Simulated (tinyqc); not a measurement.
Heavy doping: gap narrowing, degeneracy and the minority density: one step. Degeneracy of the majority band. Four cases, with inputs chosen for the exercise.

Task: Solve for eta and form gam.

F_j(eta) = (1/Gamma(j + 1)) integral_0^infinity x^j dx/(1 + exp(x - eta)), which tends to exp(eta) for eta << 0.

Majority: N = Nv F_1/2(eta), eta the distance of EF beyond the majority band edge in kT. Degeneracy factor gam = F_1/2(eta)/exp(eta). ni0^2 = Nc Nv exp(-Eg/kT); product n p = ni0^2 gam exp(dEg/kT), dEg the true narrowing; apparent narrowing dEa = dEg + kT ln gam; minority density = n p/N.

Case 1.

Values chosen (out of a larger set: gap and densities of states near those of Si at this temperature; narrowing constants near the fits for Si; not measured data): N = 8.9e+18 1/cm^3 (ionised acceptors, equal to the majority density); Nv = 1.17e+19 1/cm^3 (valence-band density of states).

Case 2.

Values chosen (out of a larger set: gap and densities of states near those of Si at this temperature; narrowing constants near the fits for Si; not measured data): N = 2.9e+18 1/cm^3 (ionised acceptors, equal to the majority density); Nv = 1.96e+19 1/cm^3 (valence-band density of states).

Case 3.

Values chosen (out of a larger set: gap and densities of states near those of GaAs at this temperature; narrowing constants of the size fitted for Si, not for this material; not measured data): N = 1.6e+19 1/cm^3 (ionised acceptors, equal to the majority density); Nv = 9.19e+18 1/cm^3 (valence-band density of states).

Case 4.

Values chosen (out of a larger set: gap and densities of states near those of InP at this temperature; narrowing constants of the size fitted for Si, not for this material; not measured data): N = 8.6e+18 1/cm^3 (ionised acceptors, equal to the majority density); Nv = 1.54e+19 1/cm^3 (valence-band density of states).

Give: N/Nv; eta; gam.

Result:

Case 1.

N/Nv = 0.7607
eta = -0.0074
gam = 0.7663

Case 2.

N/Nv = 0.1480
eta = -1.8586
gam = 0.9491

Case 3.

N/Nv = 1.741
eta = 1.1558
gam = 0.5481

Case 4.

N/Nv = 0.5584
eta = -0.3867
gam = 0.8221

Computed by tinyqc, one run a case: `OMP_NUM_THREADS=1 python tinyqc.py N N+1 out.jsonl` with N = 1650074, 1650107, 1650547, 1650853; one thread of a shared Intel(R) Xeon(R) Processor @ 2.30GHz, about 0.01 s a run at most.
